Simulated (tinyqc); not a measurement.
Range and order of the fit: effective mass of the heavy-hole band from tabulated energies.

c = hbar^2/2m0. A uniform scatter of up to 0.3 meV has been added to mimic numerical noise.
Constants: hbar^2/2m0 = 3.80998211 eV angstrom^2.

Energies along [110], from the band edge downward:
```
k (1/angstrom)    E (meV)
0.000000          0.00000
0.017000          2.11600
0.034000          8.25170
0.051000         18.08330
0.068000         32.03350
0.085000         48.12460
0.102000         67.85570
0.119000         88.61340
0.136000        111.72710
```

reference mass (curvature of the model at k = 0.0001 1/angstrom) = 0.530807 m0

Least-squares fits of E = a k^2 (+ b k^4 + d k^6) over points 1 to n, and the line y = c k^2/E against E; errors of m against the reference.

Results:
```
n  E at point n (meV)  one term (%)  two terms (%)  three terms (%)  line (%)  rms residual, one term (meV)
3                18.1          2.74          -1.65            -2.94     -2.44                         0.126
4                32.0          3.37           1.36            -2.86     -1.38                         0.131
5                48.1          6.13          -0.95             2.31     -1.47                         0.562
6                67.9          8.33           0.50            -1.47     -1.22                         0.846
7                88.6         11.51           0.12             0.35     -1.32                         1.582
8               111.7         14.81           0.89            -0.59     -1.36                         2.402
```

What can be read from this table?

The error of the parabola goes from +2.74 to +14.81 % as the range widens, and at n = 8 its residual, 2.40 meV, is only 2.1 % of the top energy: a small residual does not vouch for the mass. Over the full range (n = 8) the best form is three terms (0.59 %); the line errs by -2.44 % at n = 3 and -1.36 % at n = 8. Many terms on few points amplify the scatter: three terms err by -2.9 % at n = 3 but by -0.6 % at n = 8.

Program tinyqc; command `OMP_NUM_THREADS=1 python tinyqc.py 1880230 1880231 out.jsonl`; about 0.01 s on one thread of a shared Intel(R) Xeon(R) Processor @ 2.30GHz.
